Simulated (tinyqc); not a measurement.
MOSFET in the linear regime without short-channel effects, parameter extraction from computed curves: two steps of the calculation.

Inversion charge Q = Cox n Vt W0(exp((Vg - VT)/(n Vt))), W0 the Lambert function and n = nf; u = Q/Cox; mobility mu = mu0/(1 + th1 u + th2 u^2); channel resistance Rch = (L - dL)/(W mu Q); Id = Vd/(Rch + Rsd/W). Cox = eps0 eox/tox. Small Vd, no channel-length or drain effects.

Parameters, values chosen for the exercise; channel values of the order met in silicon transistors: temperature T = 300 K; relative permittivity of the gate insulator (close to silicon dioxide) eox = 3.9; insulator thickness tox = 1.9 nm; low-field mobility mu0 = 180 cm^2/(V s); first mobility attenuation factor th1 = 0.29 1/V; second mobility attenuation factor th2 = 0 1/V^2; threshold voltage VT = 0.34 V; body factor nf = 1.2; gate width W = 10 um; drawn gate length L = 0.36 um; drawn less effective length dL = 0.018 um; source plus drain resistance Rsd = 310 ohm um; drain voltage Vd = 0.05 V.

Constants: q = 1.602176634e-19 C, kB = 1.380649e-23 J/K, Vt = kB T/q, eps0 = 8.8541878128e-14 F/cm where lengths are in cm. Results are converted to the units shown.

Task 1. Transfer curve. u, mu, Rch and Id as defined.

Vg, point 0 to 11 (V): 0.18  0.26  0.34  0.42  0.5  0.58  0.66  0.74  0.82  0.9  0.98  1.06

Find: u; mu; Rch; Id.

Result 1.

```
point     u (V)  mu (cm^2/(V s))  Rch (ohm)  Id (uA)
0      1.775e-4            180.0    5.889e5  0.08490
1      0.002193            179.9    4.770e4    1.047
2       0.01759            179.1       5972    8.329
3       0.05969            176.9       1782    27.58
4        0.1184            174.0      913.0    52.97
5        0.1847            170.9      596.4    79.69
6        0.2547            167.6      440.8    106.0
7        0.3269            164.4      350.1    131.2
8        0.4006            161.3      291.3    155.2
9        0.4753            158.2      250.3    177.8
10       0.5508            155.2      220.1    199.1
11       0.6268            152.3      197.1    219.2
```

Task 2. The Y function. Y_i = Id_i/sqrt(gm_i). For Id = beta Vd x/(1 + th x), x = Vg - VT, Y = sqrt(beta Vd) x whatever th. Slope s from points 7 and 10; VT_Y = Vg - Y/s at point 10; beta = s^2/Vd; mobility beta L/(W Cox) with the drawn L; th* = (beta Vd x/Id - 1)/x at point 10.

```
point  Vg (V)      Id (uA)
0        0.18  0.084902306
1        0.26    1.0474731
2        0.34    8.3288607
3        0.42    27.584598
4         0.5    52.966936
5        0.58    79.687828
6        0.66    105.97898
7        0.74    131.20657
8        0.82    155.15397
9         0.9    177.77505
10       0.98    199.09818
11       1.06    219.18452
```

gm, point 1 to 10 (uS): 51.524740  165.85703  278.98797  325.64518  331.32526  321.99214  307.34371  291.05298  274.65128  258.80919

Find: Y; s; VT_Y; beta; mobility from Y; th*.

Result 2.

Y, point 1 to 10 (uA^0.5 V^0.5): 0.14593  0.64672  1.6515  2.9352  4.3779  5.9060  7.4842  9.0945  10.727  12.376
s = 20.382 uA^0.5 V^-0.5
VT_Y = 0.37281 V
beta = 8308.8 uA/V^2
mobility from Y = 164.58 cm^2/(V s)
th* = 0.43967 1/V

The mobility from Y is 13 % below mu0 L/(L - dL) = 189 cm^2/(V s), which it should reach in deep inversion when th2 = 0.

Computed by the program tinyqc: `OMP_NUM_THREADS=1 python tinyqc.py 2210125 2210126 out.jsonl`, one thread of a shared Intel Xeon 2.30GHz, about 0.01 s for the whole run.
